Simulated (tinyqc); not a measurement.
# Coupling ratio and rate constant from the late transient

Question. Long after the knee a floating-gate cell follows U = Vg - (tox/ag) B/ln(K t). Find K and ag.

Parameters, values chosen for the exercise: tunnel oxide thickness tox = 6.9 nm; control-gate voltage Vg = 12.9 V.

U at t = 0.01 and 1 s (V): 2.3602475  3.8089344
B = 25.161824 V/nm

Answer. 1/(Vg - U) is linear in ln t; the ratio of the two values gives ln(K t_a), and either value gives ag.

K = 3.554e14 1/s
ag = 0.5700

Program tinyqc, `OMP_NUM_THREADS=1 python tinyqc.py 2130043 2130044 out.jsonl`; Intel Xeon 2.30GHz, shared host, one thread, about 0.01 s.
